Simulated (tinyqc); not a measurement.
Worked calculation: MP2 on RHF in the sto-3g basis, for H3-, spin multiplicity 1. The basis has no diffuse functions, so it cannot describe the extra electron: this is an exercise in the method, not the real anion. Computed by tinyqc, a small Python program that keeps every step (integrals from PySCF). Settings: charge = -1, multiplicity = 1, basis = sto-3g, method = RHF, energy threshold = 1e-10, iteration cap = 84, orthogonalisation = symmetric, start = atomic densities, DIIS depth = 6. Command: `OMP_NUM_THREADS=1 python tinyqc.py 23551 23552 out.jsonl` (the two numbers bound the seeds that draw the settings). One thread of a shared host (Intel(R) Xeon(R) Processor @ 2.60GHz), about 0.1 s of CPU time with the checks. The early iterations of the SCF are left out here.

## One-electron integrals

Geometry (angstrom):
```
atom         x         y          z
H     0.000000  0.000000   0.000000
H     0.000000  0.000000   0.844000
H     0.000000  0.514000  -0.670000
```

Basis sto-3g: exponents (1/bohr^2) and contraction coefficients of normalised primitives:
```
element  l (shell)  exponent  coefficient
H            s (1)  3.425251     0.154329
H            s (1)  0.623914     0.535328
H            s (1)  0.168855     0.444635
```

Overlap, kinetic and nuclear-attraction integrals over the contracted functions; the nuclear repulsion is the sum of Za Zb / Rab.

nuclear repulsion = 1.58460930 hartree

overlap S, lower triangle:
```
          1H 1s     2H 1s     3H 1s
1H 1s  1.000000
2H 1s  0.592527  1.000000
3H 1s  0.592240  0.222451  1.000000
```

kinetic energy T (hartree), lower triangle:
```
          1H 1s     2H 1s     3H 1s
1H 1s  0.760032
2H 1s  0.179643  0.760032
3H 1s  0.179415  0.002504  0.760032
```

nuclear attraction V (hartree), lower triangle:
```
           1H 1s      2H 1s      3H 1s
1H 1s  -2.409293
2H 1s  -1.280076  -2.148180
3H 1s  -1.279283  -0.445078  -2.147927
```

core Hamiltonian H = T + V (hartree), lower triangle:
```
           1H 1s      2H 1s      3H 1s
1H 1s  -1.649261
2H 1s  -1.100433  -1.388148
3H 1s  -1.099868  -0.442574  -1.387895
```

## Two-electron integrals

Functions are numbered as in S; the eight-fold symmetry (ij|kl) = (ji|kl) = (kl|ij) leaves the list below.

Two-electron integrals (ij|kl) in chemists' order, unique and non-zero (hartree):
```
(11|11) 0.774606   (21|11) 0.387114   (21|21) 0.233849   (22|11) 0.531646
(22|21) 0.387114   (22|22) 0.774606   (31|11) 0.386874   (31|21) 0.184137
(31|22) 0.246090   (31|31) 0.233596   (32|11) 0.135424   (32|21) 0.075047
(32|22) 0.116003   (32|31) 0.075012   (32|32) 0.027493   (33|11) 0.531484
(33|21) 0.246173   (33|22) 0.326285   (33|31) 0.386874   (33|32) 0.116003
(33|33) 0.774606
```

## Orthogonalisation

S = U s U^T; symmetric (Loewdin) form X = U s^(-1/2) U^T, so that X^T S X = 1.

eigenvalues of S: 0.266118  0.777549  1.956334

X, lower triangle:
```
           1H 1s     2H 1s     3H 1s
1H 1s   1.407237
2H 1s  -0.428972  1.190256
3H 1s  -0.428672  0.056073  1.190011
```

## Starting guess

The start is atomic minimal-basis densities projected into this basis (PySCF's MINAO start) and scaled to the electron count of each spin; this density is not idempotent, so its energy is not variational and may lie below the converged one.

D at the start, lower triangle:
```
          1H 1s     2H 1s     3H 1s
1H 1s  1.144550
2H 1s  0.119920  1.270729
3H 1s  0.119916  0.067016  1.270756
```

## Iteration 6 (converged): orbitals

converged F (hartree), lower triangle:
```
           1H 1s      2H 1s     3H 1s
1H 1s   0.020235
2H 1s  -0.264396   0.073729
3H 1s  -0.264239  -0.125073  0.074002
```

Diagonalise F' = X^T F X, C = X C', fill 2 alpha and 2 beta electrons from the bottom; D = 2 C_occ C_occ^T. Each column has its largest component positive (the first on a tie).

F' = X^T F X (hartree), lower triangle:
```
           1         2         3
1   0.659253
2  -0.545766  0.374421
3  -0.545416  0.118533  0.374355
```

orbital energies (hartree): MO1 -0.199965, MO2 0.255855, MO3 1.352138

coefficients C:
```
            MO1        MO2        MO3
1H 1s  0.489023   0.000090   1.452222
2H 1s  0.369338  -0.801704  -0.908146
3H 1s  0.368915   0.802099  -0.907506
```

D after iteration 6, lower triangle:
```
          1H 1s      2H 1s     3H 1s
1H 1s  0.478287
2H 1s  0.361085   1.558281
3H 1s  0.360961  -1.013585  1.558923
```

## Convergence

Stop when the energy changes by less than 1e-10 hartree and every element of the error matrix X^T (F D S - S D F) X is below 3e-06.

Course of the cycle:
```
iteration  E (hartree)     change  largest element of the error matrix
1          -1.44233383          -                             6.51e-02
2          -1.26271569   1.80e-01                             2.14e-02
3          -1.26302069  -3.05e-04                             6.93e-03
4          -1.26305630  -3.56e-05                             4.95e-04
5          -1.26305648  -1.82e-07                             6.28e-06
6          -1.26305648  -2.40e-11                             2.65e-06
```

PySCF RHF in the same basis = -1.26305648 hartree

Converged in 6 iterations.

## Populations, bond orders and dipole

Mulliken: Z minus the diagonal of D S on the atom; Loewdin: the same with S^(1/2) D S^(1/2); Mayer order: 2 sum_s sum (D(s) S)_ij (D(s) S)_ji over the two atoms.

Charges (e):
```
atom   Mulliken    Loewdin
1H     0.093985   0.107166
2H    -0.546760  -0.553332
3H    -0.547225  -0.553834
```

Mayer bond orders:
```
pair     order
2-1   0.495838
3-1   0.495329
3-2   0.205216
```

dipole moment about the origin, x y z (debye): 0.000000  -1.351015  -0.455461

## Integrals over molecular orbitals

(pq|rs) = sum C_ip C_jq C_kr C_ls (ij|kl), one index at a time.

one-electron integrals over orbitals h = C^T H C (hartree), lower triangle:
```
           1          2          3
1  -1.687622
2  -0.000009  -1.215934
3  -0.147040  -0.000022  -0.693971
```

Two-electron integrals over orbitals (pq|rs), unique and non-zero (hartree):
```
(11|11) 0.588055    (21|11) -0.000115   (21|21) 0.159216    (22|11) 0.529409
(22|21) 0.000124    (22|22) 0.572186    (31|11) 0.079244    (31|21) 0.000065
(31|22) -0.031721   (31|31) 0.131205    (32|11) 0.000105    (32|21) -0.131240
(32|22) -0.000123   (32|31) -0.000035   (32|32) 0.132004    (33|11) 0.609734
(33|21) -0.000067   (33|22) 0.544925    (33|31) 0.104386    (33|32) 0.000075
(33|33) 0.677569
```

## Second-order Moller-Plesset energy

Hartree-Fock energy = -1.26305648 hartree

E2 = sum_ijab (ia|jb) [2 (ia|jb) - (ib|ja)] / (e_i + e_j - e_a - e_b) over occupied i, j and virtual a, b; the opposite-spin part is (ia|jb)^2 / denominator, the rest is same-spin, and SCS-MP2 scales them by 6/5 and 1/3.

Terms:
```
i  j  a  b    (ia|jb)    (ib|ja)  denominator       term
2  2  3  3   0.132004   0.132004    -2.192568  -0.007947
1  1  3  3   0.131205   0.131205    -3.104206  -0.005546
1  2  3  3  -0.000035  -0.000035    -2.648387  -4.68e-10
2  1  3  3  -0.000035  -0.000035    -2.648387  -4.68e-10
```

Pair energies (hartree; pair i-j sums ij and ji):
```
pair  opposite spin  same spin
1-1       -0.005546   0.000000
2-1       -9.37e-10   0.000000
2-2       -0.007947   0.000000
```

MP2 correlation energy = -0.01349291 hartree

SCS-MP2 correlation energy = -0.01619150 hartree

MP2 total energy = -1.27654940 hartree
